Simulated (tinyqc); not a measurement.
## Doping and barrier from two capacitances

Problem. A Schottky diode on a uniformly doped n-type layer obeys (A/C)^2 = 2 (Vbi - V - Vt)/(q eps0 eps_r Nd) in reverse bias, with phiB = Vbi + Vt ln(Nc/Nd) and image force ignored. Find Nd, Vbi and phiB.

Inputs (values chosen for the exercise); band and dielectric values close to those of silicon:

| symbol | value | unit | meaning |
|---|---|---|---|
| T | 300 | K | temperature |
| eps_r | 11.8 |  | relative permittivity |
| Nc | 2.75e19 | cm^-3 | conduction-band density of states at T |
| A | 0.00092 | cm^2 | diode area |

Constants: q = 1.602176634e-19 C, kB = 1.380649e-23 J/K, Vt = kB T/q, eps0 = 8.8541878128e-14 F/cm where lengths are in cm. Results are converted to the units shown.

C at V = -0.1 and -2.1 V (pF): 422.70016  216.77117

Answer. The slope of (A/C)^2 against -V gives Nd, the intercept Vbi - Vt, and the Fermi-level depth Vt ln(Nc/Nd) is added for the barrier.

Nd = 1.800e18 cm^-3
Vbi = 0.6395 V
phiB = 0.7100 eV

Computed by the program tinyqc: `OMP_NUM_THREADS=1 python tinyqc.py 2020099 2020100 out.jsonl`, one thread of a shared Intel Xeon 2.30GHz, about 0.04 s for the whole run.
